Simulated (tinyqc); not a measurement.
Tight binding, honeycomb lattice, step by step. Computed by tinyqc, a small Python program that keeps every step. Settings: t1 = 2.2, t2 = 0, phi = 0.01, delta = 0, points = 5. Command: `OMP_NUM_THREADS=1 python tinyqc.py 24134 24135 out.jsonl` (the two numbers bound the seeds that draw the settings). One thread of a shared host (Intel(R) Xeon(R) Processor @ 2.60GHz), about 0.01 s of CPU time with the checks.

## Bloch Hamiltonian at k

Parameters chosen for this model:
```
parameter,value,unit
t1,2.200000,"eV, nearest"
t2,0,"eV, second neighbours"
phi,0.010000,"rad, phase of t2 (Haldane)"
delta,0,"eV, +/- on A and B"
```

k point k (fractions of the reciprocal vectors): 0.120000  0.150000

H_AB = -t1 (1 + exp(-i k.a1) + exp(-i k.a2)); H_AA = delta - 2 t2 sum cos(k.b + phi), H_BB = -delta - 2 t2 sum cos(k.b - phi), b = a1, a2 - a1, -a2.

H(k) at k (eV):
```
,A,B
A,0.000000,-5.096859+3.285841i
B,-5.096859-3.285841i,0.000000
```

## Levels at k

Diagonalise the Hermitian matrix.

eigenvalues (eV): -6.064216  6.064216

weights |c|^2 of the basis functions:
```
,band 1,band 2
A,0.500000,0.500000
B,0.500000,0.500000
```

## Bloch Hamiltonian at K

k point K (fractions of the reciprocal vectors): 0.333333  0.666667

As before.

H(k) at K (eV):
```
,A,B
A,0.000000,0.000000
B,0.000000,0.000000
```

## Levels at K

As before.

eigenvalues (eV): 0.000000  0.000000

## Bands along a path

The same steps at evenly spaced points between the labelled ones.

Bands along the path (eV):
```
k,band 1,band 2
G,-6.600000,6.600000
G-K 0.25,-6.010512,6.010512
G-K 0.50,-4.400000,4.400000
G-K 0.75,-2.200000,2.200000
K,0,0
K-M 0.25,-0.911270,0.911270
K-M 0.50,-1.610512,1.610512
K-M 0.75,-2.050074,2.050074
M,-2.200000,2.200000
M-K' 0.25,-2.050074,2.050074
M-K' 0.50,-1.610512,1.610512
M-K' 0.75,-0.911270,0.911270
K',0,0
```

With 1 band(s) filled, the highest filled level on these points lies at K and the lowest empty one at K: the bands touch or overlap, so there is no gap.
